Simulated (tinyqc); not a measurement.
Gap and mesh density: special k points of the fcc lattice.

Lattice vectors in units of a: a1 = (0, 1/2, 1/2), a2 = (1/2, 0, 1/2), a3 = (1/2, 1/2, 0); reciprocal vectors b_i with a_i . b_j = 2 pi delta_ij. Mesh: k = sum_i f_i b_i with f_i = (2 j_i + shift)/(2 N), j_i = 0 .. N-1. The point group of the lattice has 48 operations; only those that map the mesh onto itself are used.

A_m(k) = sum over the m-th star of lattice vectors R of cos(k . R), stars in order of length: m = 1: |R|^2 = 0.5, 12 vectors, such as (1, 0, 0) in the basis a_i; m = 2: |R|^2 = 1, 6 vectors, such as (1, 1, -1) in the basis a_i; m = 3: |R|^2 = 1.5, 24 vectors, such as (2, 0, -1) in the basis a_i; m = 4: |R|^2 = 2, 12 vectors, such as (2, 0, 0) in the basis a_i; m = 5: |R|^2 = 2.5, 24 vectors, such as (2, 1, -1) in the basis a_i; m = 6: |R|^2 = 3, 8 vectors, such as (3, -1, -1) in the basis a_i. The zone mean of every A_m is zero.

Test function, the lower band of a two-band insulator: E(k) = -sqrt(D^2 + (e0 - t A_1(k))^2).
Inputs chosen for the exercise: t = 0.3 eV (coupling); e0 = 1.21 eV (offset).

D takes the values listed; errors against the unshifted mesh with N = 30, for unshifted meshes.

Errors (meV):

| D (eV) | reference (eV) | N = 2 | N = 4 | N = 6 | N = 8 |
|---|---|---|---|---|---|
| 0.2 | -1.4694 | -350.480 | 5.703 | 6.643 | -1.207 |
| 0.4 | -1.5244 | -331.774 | 2.699 | 4.864 | -0.519 |
| 1.5 | -2.1492 | -231.666 | 0.427 | 0.216 | -0.008 |
| 2.5 | -2.9498 | -173.377 | 0.253 | 0.018 | 0.000 |
| 4.0 | -4.3012 | -121.965 | 0.113 | 0.001 | 0.000 |

Give the missing row, D (eV) = 0.8.

Computed row:
```
D (eV)  reference (eV)     N = 2  N = 4  N = 6   N = 8
0.8            -1.7014  -291.168  0.931  1.643  -0.096
```

The first listed N from which the error stays below 0.5 meV is none for D = 0.2, none for D = 0.4, 8 for D = 0.8, 4 for D = 1.5, 4 for D = 2.5, 4 for D = 4 eV. A larger D makes the function smoother, so its Fourier coefficients fall faster with |R|.

tinyqc: `OMP_NUM_THREADS=1 python tinyqc.py 1681688 1681689 out.jsonl`; about 0.2 s, one thread, shared Intel(R) Xeon(R) Processor @ 2.30GHz.
